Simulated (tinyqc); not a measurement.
Comparisons within one model: deformation potentials from a strained empirical pseudopotential. A value that a table varies takes the place of the one given here.

Diamond lattice, no spin-orbit coupling. Atomic form factor V(q) = a1 (q^2 - a2)/(a3 exp(a4 q^2) - 1) in rydberg with q in 1/bohr, for the unstrained cell. Under a strain e the reciprocal vectors and k go over into (1 + e)^(-1) G, the atoms sit at +/- tau with tau = (1 + e) a (1,1,1)/8 - zeta a (eyz, ezx, exy)/4, and H(G,G') = c |k + G|^2 delta + (V(q)/det(1 + e)) cos(q.tau), q = G - G', with the term q = 0 left out; c = hbar^2/2m0. The basis is fixed before straining: all G with |k + G|^2 up to 16 (2 pi/a)^2. k is given in units of 2 pi/a of the unstrained cell.

Constants: hbar^2/2m0 = 3.80998211 eV angstrom^2; Ry = 13.60569312 eV; a0 (Bohr radius) = 0.5291772105 angstrom.

Parameters, chosen for this exercise (near those of Si; shifted at random, so the results belong to these values and not to a real crystal):
- a = 5.436 angstrom (lattice constant)
- A = (0.533, 2.185, 2.033, 0.491) (a1 (Ry bohr^2), a2 (1/bohr^2), a3, a4 (bohr^2))
- h = 0.002 (size of the test strain)
- kD = 0.82 2 pi/a (position of the Delta minimum)
- a1 = 0.533
- a2 = 2.185
- a3 = 2.033
- a4 = 0.491

## The internal displacement

Xu of L (level 5, the lowest empty one) and d from exy = eyz = ezx = h for several zeta: Xu = [E(L [111]) - E(L [1-1-1])]/((8/3) h), d = (single valence level - pair)/(3 sqrt(3) h). zeta = 0 strains the bonds with the lattice; zeta = 1 keeps all four bond lengths equal to first order.

Results:
```
zeta  Xu (L) (eV)  d (eV)
0.00        10.95    0.72
0.25        11.36   -1.58
0.50        11.78   -3.87
0.60        11.95   -4.79
0.75        12.20   -6.17
1.00        12.63   -8.46
```

What can be read from the table?

From zeta = 0 to 1, d goes from 0.72 to -8.46 eV and Xu (L) from 10.95 to 12.63 eV, both nearly linearly: the displacement is an optical-phonon mode, and d = d(0) - zeta d0/4 gives its deformation potential d0 = 37 eV. Leaving the relaxation out (zeta = 0 for 0.5) moves d by +4.59 eV, which reverses its sign, and Xu (L) by -0.83 eV. Tetragonal strain has no such freedom.

## Size of the test strain

e = diag(-h/2, -h/2, h). Xu = [E(Delta z) - E(Delta x)]/(1.5 h) at fixed kD, b = [E(Z) - E(X, Y)]/(4.5 h); one-sided from +h alone, central from +h and -h.

Results (eV):
```
h       Xu one-sided  Xu central  b one-sided  b central
0.0010         7.961       7.966       -3.294     -3.290
0.0025         7.953       7.966       -3.300     -3.290
0.0050         7.941       7.966       -3.311     -3.290
0.0100         7.917       7.967       -3.331     -3.291
0.0200         7.871       7.971       -3.372     -3.291
0.0300         7.827       7.978       -3.413     -3.293
```

What does this show, and why?

From h = 0.001 to 0.03 the one-sided Xu drifts by -0.134 eV and the central one by +0.012 eV; for b the drifts are -0.118 and -0.002 eV. The central difference cancels the term of second order in the strain, so its error goes as h^2. At h = 0.02 the linear law errs by 1.2 % for the valley splitting and 2.5 % for the valence splitting.

## What each parameter of the potential does

Gaps from the valence top to level 8 at Gamma and level 5 at (kD,0,0) and L, and their deformation potentials [E(+h) - E(-h)]/(3 ln((1 + h)/(1 - h))) for e = +/- h 1, h = 0.002. The row for the lattice constant keeps V(q) without the volume factor, so it is not a strain. Each row changes one parameter from the base and keeps the others.

Results:
```
case                Gamma (eV)  Delta (eV)  L (eV)  potential Gamma (eV)  potential Delta (eV)  potential L (eV)
base                     4.082       1.132   2.010                 -8.76                  2.70             -1.87
a = 5.382 angstrom       4.203       0.832   1.907                 -8.46                  3.00             -1.70
a1 = 0.528               4.040       1.064   1.961                 -8.68                  2.70             -1.86
a2 = 2.207               3.965       1.207   2.007                 -8.83                  2.64             -1.91
a3 = 2.013               4.129       1.225   2.075                 -8.85                  2.70             -1.88
a4 = 0.496               3.989       1.046   1.935                 -8.59                  2.77             -1.80
```

What does this show?

The largest shifts from the base row, up to three for each result and ties (the steps differ in size, so this ranks the rows, not the parameters). Gamma (eV): a +0.121, a2 -0.117, a4 -0.094. Delta (eV): a -0.299, a3 +0.093, a4 -0.086. L (eV): a -0.103, a4 -0.076, a3 +0.065. potential Gamma (eV): a +0.30, a4 +0.17, a3 -0.09. potential Delta (eV): a +0.30, a4 +0.08, a2 -0.05; unchanged at the printed digits by a1 and a3. potential L (eV): a +0.17, a4 +0.08, a2 -0.04.

(tinyqc, `OMP_NUM_THREADS=1 python tinyqc.py 1850099 1850100 out.jsonl`, Intel(R) Xeon(R) Processor @ 2.30GHz, 1 thread, shared host, about 0.2 s.)
